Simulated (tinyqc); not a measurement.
Changing the period of the pattern: rapid thermal processing of a wafer: radiative balance, ramp and cooling, pattern effects, pyrometer error and spike budget. Computed by tinyqc, a small Python program. Command: `OMP_NUM_THREADS=1 python tinyqc.py 3114286 3114287 out.jsonl rtp sweep`. One thread of a shared host (Intel(R) Xeon(R) Processor @ 2.30GHz), about 0.04 s of CPU time with the checks.

The wafer is opaque and uniform through its thickness unless said otherwise; temperatures in formulas are in kelvin (C + 273.15). sigma = 5.670374419e-12 W/(cm^2 K^4).

Inputs (values chosen for the exercise, modelled on a hot silicon wafer): wafer thickness d = 725 micrometre; heat capacity per volume C = 2.03 J/(cm^3 K); thermal conductivity k = 0.22 W/(cm K); emissivity eps of each face = 0.6; reflectivity of the chamber walls r = 0.52; gas heat-transfer coefficient h, both faces together = 3 mW/(cm^2 K); wall temperature T_w = 700 K; process temperature = 913 C; ramp rate = 100 K/s; relative change of absorptivity over a pattern = 7.9 %; activation energy of the process E_a = 1.24 eV.

Constants: k_B = 8.617333262e-05 eV/K.

Method:
- Effective emissivity between parallel grey plates: eps_eff = 1/(1/eps + 1/(1 - r) - 1). Loss per area q(T) = 2 eps_eff sigma (T^4 - T_w^4) + h (T - T_w).
- Absorbed power during a ramp = q(T) + C d x ramp rate; thermal time constant tau = C d/(dq/dT), dq/dT = 8 eps_eff sigma T^3 + h; natural cooling rate q/(C d); front-to-back difference under one-sided heating at the end of the ramp = (absorbed power) d/(2 k).
- At steady state a sinusoidal change of absorbed power of relative amplitude a and period p gives the temperature amplitude a q/(dq/dT + k d (2 pi/p)^2); healing length l = sqrt(k d/(dq/dT)); process change = E_a dT/(k_B T^2). Emissivity is taken as unchanged.

One run for each value:
```
period of the pattern (mm)  amplitude (K)  change of the process rate (%)
0.3                            9.7459e-04                      9.9676e-04
0.71                           5.4577e-03                      5.5819e-03
1.7                            3.1253e-02                      3.1964e-02
4                              1.7193e-01                      1.7585e-01
9.5                            9.3637e-01                      9.5767e-01
22                             4.2452e+00                      4.3418e+00
53                             1.2879e+01                      1.3172e+01
130                            1.9907e+01                      2.0360e+01
300                            2.1836e+01                      2.2333e+01
```

Describe and explain the trends.

Over the rows, amplitude (K) rises from 9.75e-4 to 21.8 (exponent d ln y / d ln x 2.0 between the first rows and 0.11 between the last); change of the process rate (%) rises from 9.97e-4 to 22.3 (exponent d ln y / d ln x 2.0 between the first rows and 0.11 between the last). At the low end the exponent of amplitude is 2.00, close to 2: conduction smooths short periods.
